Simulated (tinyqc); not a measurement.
k.p theory built from an empirical-pseudopotential calculation at Gamma: one step. The mass from the table. Three cases, with inputs chosen for the exercise.

Problem. A is the s-like conduction level at Gamma of a pseudopotential calculation, W its squared momentum coupling to multiplet B, and 1/m = 1 + sum_B W/(E_A - E_B). Add the last column, the sum over the higher multiplets and 1; two levels alone means 1 + W/E of multiplet 2 (whose E_B is 0).

Give: 1/m; m; m from two levels.

Case 1.

Couplings:
```
multiplet B  degeneracy   E_B (eV)     W (eV)  W/(E_A - E_B)
2                     3   0.000000  20.096037      16.313642
7                     3  12.257728   0.227938      -0.020673
10                    3  26.866945   0.472824      -0.018444
16                    3  41.698624   0.017082      -0.000422
23                    3  43.391360   0.008302      -0.000197
25                    3  48.872509   0.008602      -0.000181
34                    3  77.920142   0.031839      -0.000415
38                    3  80.556353   0.008205      -0.000103
```

sum over the higher multiplets = -0.000128
E_A = 1.231855 eV

Solution.

1/m = 17.273
m = 0.0579 m0
m from two levels = 0.0578 m0

Case 2.

Couplings:
```
multiplet B  degeneracy   E_B (eV)     W (eV)  W/(E_A - E_B)
2                     3   0.000000  20.068955      15.777665
7                     3  11.985578   0.200887      -0.018751
10                    3  26.920715   0.453292      -0.017673
16                    3  41.780458   0.013355      -0.000330
23                    3  43.607401   0.005537      -0.000131
25                    3  48.908334   0.007820      -0.000164
```

sum over the higher multiplets = 0
E_A = 1.271985 eV

Solution.

1/m = 16.741
m = 0.0597 m0
m from two levels = 0.0596 m0

Case 3.

Couplings:
```
multiplet B  degeneracy   E_B (eV)     W (eV)  W/(E_A - E_B)
2                     3   0.000000  21.248191       5.642591
7                     3  12.354746   0.041724      -0.004858
11                    3  28.998509   0.480257      -0.019033
19                    3  45.727378   0.132037      -0.003147
22                    3  46.577628   0.032406      -0.000757
25                    3  52.124581   0.021090      -0.000436
```

sum over the higher multiplets = 0
E_A = 3.765680 eV

Solution.

1/m = 6.614
m = 0.1512 m0
m from two levels = 0.1505 m0

Computed by tinyqc, one run a case: `OMP_NUM_THREADS=1 python tinyqc.py N N+1 out.jsonl` with N = 1081196, 1081259, 1081427; one thread of a shared Intel(R) Xeon(R) Processor @ 2.30GHz, about 0.6 s a run at most.
